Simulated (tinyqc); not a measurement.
What moves the results: optical transitions of a finite quantum well. A value that a table varies takes the place of the one given here.

Each carrier sees a square well of width L with its own depth V and masses m (inside), mb (outside); c = hbar^2/2m0, k = sqrt(m E/c), kappa = sqrt(mb (V - E)/c), and level n solves k L + 2 atan[(k/m)/(kappa/mb)] = n pi. The envelope is cos(kz) for odd n and sin(kz) for even n inside, joins exp(-kappa (|z| - L/2)) outside, and is normalised to 1. Excitons and band mixing are left out.

Constants: hbar^2/2m0 = 3.80998211 eV angstrom^2; e^2/(4 pi eps0) = 14.39964547 eV angstrom; hc = 1239.841984 eV nm.

Values chosen for the exercise (near those of a GaAs well in AlGaAs; the results hold for these values, not for the real material): L = 76 angstrom (well width); Vc = 0.251 eV (conduction offset); me = 0.0663 m0 (electron, well); meb = 0.0927 m0 (electron, barrier); eps = 11.5 (background dielectric constant); Nss = (0.24, 0.6, 1.2, 2.4, 3.6, 4.8, 7.2) x 1e12/cm^2 (sheet densities); Eg = 1.539 eV (gap of the well); Vv = 0.13 eV (valence offset); mh = 0.357 m0 (heavy hole along z, well); mhb = 0.393 m0 (heavy hole, barrier); ml = 0.092 m0 (light hole along z, well); mlb = 0.1124 m0 (light hole, barrier); Ls = (29, 39, 51, 69, 87, 108, 163) angstrom (widths).

## Depolarisation shift

The collective line lies at E12 sqrt(1 + a), a = 8 pi q (n1 - n2) S/(eps E12), q = e^2/(4 pi eps0), S = integral over z of (integral up to z of psi_1 psi_2)^2. Zero temperature with the mass me in both subbands: n1 - n2 = Ns until Ns reaches D E12, D = me/(2 pi c), and D E12 beyond. 1e12/cm^2 = 1e-4/angstrom^2; exchange and the static band bending by the charge are left out.

Line position:
```
Ns (1e12/cm^2)  n1 - n2       a  line (meV)  shift (meV)
0.24              0.240  0.0364      130.39         2.31
0.60              0.600  0.0910      133.79         5.70
1.2               1.200  0.1821      139.26        11.17
2.4               2.400  0.3642      149.60        21.52
3.6               3.547  0.5383      158.86        30.78
4.8               3.547  0.5383      158.86        30.78
7.2               3.547  0.5383      158.86        30.78
```

S = 6.176 angstrom
E12 = 128.08 meV

The upward shift grows from 2.31 to 30.78 meV, 24.0 % of E12 at most. It stops moving once e2 starts to fill, at Ns = 3.55 e12/cm^2. For small a the shift is a E12/2, linear in Ns; in the last row that rule gives 34.47 meV. S/L = 0.0813, against 5/(9 pi^2) = 0.0563 for hard walls.

## Width of the well

Edge wavelength hc/(Eg + e1 + hh1), squared e1-hh1 overlap, lh1 - hh1, and the 1-2 intersubband energy with f_12 = (m1/c) E12 z_12^2, 1/m1 = <1|1/m|1> (dash: e2 unbound).

Results:
```
L (angstrom)  edge (nm)  overlap^2  lh1 - hh1 (meV)  E12 (meV)   f_12
29                724.2     0.9450             34.8          -      -
39                743.1     0.9585             31.7          -      -
51                758.5     0.9686             26.8      173.1  0.580
69                773.1     0.9778             20.5      142.3  0.975
87                781.8     0.9834             15.9      108.6  0.983
108               788.3     0.9876             12.1       80.7  0.976
163               796.5     0.9932              6.8       42.8  0.966
```

The edge tunes from 724 to 797 nm, towards hc/Eg = 806 nm, while the overlap goes from 0.945 to 0.993. e2 binds at L = pi sqrt(c/(me Vc)) = 47.5 angstrom; f_12 starts from zero there and is 0.580 at 51 angstrom, the rest going to the continuum; among the widths listed it peaks at 0.983 (87 angstrom) and is 0.966 in the widest well, against 0.961 for hard walls.

## What each parameter does

Edge wavelength hc/(Eg + e1 + hh1), squared overlap of e1 and hh1, and the confinement energies. Each row changes one parameter from the base and keeps the others.

Results:
```
case             edge (nm)  overlap^2  e1 (meV)  hh1 (meV)
base                 777.0     0.9803      45.1       11.6
L = 68 angstrom      772.4     0.9774      52.3       13.8
Eg = 1.57 eV         762.2     0.9803      45.1       11.6
Vc = 0.213 eV        778.1     0.9724      42.7       11.6
Vv = 0.156 eV        776.8     0.9746      45.1       12.0
me = 0.0729 m0       777.8     0.9843      43.4       11.6
mh = 0.303 m0        776.4     0.9859      45.1       12.8
meb = 0.1112 m0      778.0     0.9798      43.0       11.6
```

The largest shifts from the base row, up to three for each result and ties (the steps differ in size, so this ranks the rows, not the parameters). edge (nm): Eg -14.8, L -4.5, Vc +1.2. overlap^2: Vc -0.0078, Vv -0.0057, mh +0.0057; unchanged at the printed digits by Eg. e1 (meV): L +7.1, Vc -2.4, meb -2.2; unchanged at the printed digits by Eg, Vv and mh. hh1 (meV): L +2.2, mh +1.2, Vv +0.4; unchanged at the printed digits by Eg, Vc, me and meb.

Run: tinyqc, `OMP_NUM_THREADS=1 python tinyqc.py 1251886 1251887 out.jsonl`; Intel(R) Xeon(R) Processor @ 2.30GHz, one thread, shared host; about 0.07 s of CPU time with all checks.
